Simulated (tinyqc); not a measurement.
Oxide trap near a transistor channel: two-state multiphonon kinetics, telegraph noise and bias instability: one step, computed by the program tinyqc.

An n-channel device under positive gate bias. The trap is empty (state 1) or holds an electron (state 2); both states are parabolas of equal curvature, and the electron reservoir is taken at the Fermi level of the channel.

Problem. Step height and noise. Charge-sheet step dV = e (t_ox - x)/(eps_ox eps_0 W L); Lorentzian spectrum S(f) = 4 dV^2 tau_0^2/((tau_c + tau_e)(1 + (2 pi f tau_0)^2)); corner 1/(2 pi tau_0); variance dV^2 f_2 (1 - f_2) = dV^2 tau_0/(tau_c + tau_e).

Inputs (values chosen for the exercise, with an insulator like HfO2 on silicon): insulator constant eps_ox = 21; insulator thickness t_ox = 1.5 nm; trap depth x from the interface = 0.35 nm; oxide field F = 2.9 MV/cm; temperature T = 450 K; channel width W = 180 nm; channel length L = 160 nm; frequency f = 2 Hz.

Parts treated: one trap and an ensemble.

tau_0 = 3.680764e-06 s

capture time tau_c = 4.434411e-06 s

emission time tau_e = 2.165737e-05 s

Constants: e = 1.602176634e-19 C; eps_0 = 8.8541878128e-12 F/m.

Give: threshold step dV; corner frequency; S(f); root-mean-square noise.

Solution.

threshold step dV = 0.034407 mV

corner frequency = 43240 Hz

S(f) = 2.4588e-15 V^2/Hz

root-mean-square noise = 0.012923 mV

f lies below the corner, on the flat part. Random dopants and current percolation, left out here, spread real steps around this value. Caution: a field 1.5 times as high comes near the usual breakdown field of such an insulator.
